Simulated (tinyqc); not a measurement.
Range and order of the fit: effective mass of the conduction band from tabulated energies.

c = hbar^2/2m0. A uniform scatter of up to 0.3 meV has been added to mimic numerical noise.
Constants: hbar^2/2m0 = 3.80998211 eV angstrom^2.

Energies along [110], from the band edge:

| k (1/angstrom) | E (meV) |
|---|---|
| 0.000000 | 0.00000 |
| 0.009400 | 4.92220 |
| 0.018800 | 19.26360 |
| 0.028200 | 43.38350 |
| 0.037600 | 74.82480 |
| 0.047000 | 114.29680 |
| 0.056400 | 159.40510 |
| 0.065800 | 209.87900 |
| 0.075200 | 264.86260 |

reference mass (curvature of the model at k = 0.0001 1/angstrom) = 0.068200 m0

Least-squares fits of E = a k^2 (+ b k^4 + d k^6) over points 1 to n, and the line y = c k^2/E against E; errors of m against the reference.

Results:

| n | E at point n (meV) | one term (%) | two terms (%) | three terms (%) | line (%) | rms residual, one term (meV) |
|---|---|---|---|---|---|---|
| 3 | 43.4 | 2.40 | 2.21 | -0.80 | 0.63 | 0.060 |
| 4 | 74.8 | 4.66 | -0.27 | 3.11 | 0.31 | 0.609 |
| 5 | 114.3 | 6.75 | 0.59 | -0.42 | 0.30 | 1.114 |
| 6 | 159.4 | 9.39 | 0.73 | 0.30 | 0.21 | 2.148 |
| 7 | 209.9 | 12.32 | 1.27 | 0.14 | 0.13 | 3.566 |
| 8 | 264.9 | 15.47 | 2.09 | 0.12 | 0.09 | 5.389 |

The error of the parabola goes from +2.40 to +15.47 % as the range widens, and at n = 8 its residual, 5.39 meV, is only 2.0 % of the top energy: a small residual does not vouch for the mass. Over the full range (n = 8) the best form is the line (0.09 %); the line errs by +0.63 % at n = 3 and +0.09 % at n = 8. Many terms on few points amplify the scatter: three terms err by -0.8 % at n = 3 but by +0.1 % at n = 8.

Run: tinyqc, `OMP_NUM_THREADS=1 python tinyqc.py 1850654 1850655 out.jsonl`; Intel(R) Xeon(R) Processor @ 2.30GHz, one thread, shared host; about 0.01 s of CPU time with all checks.
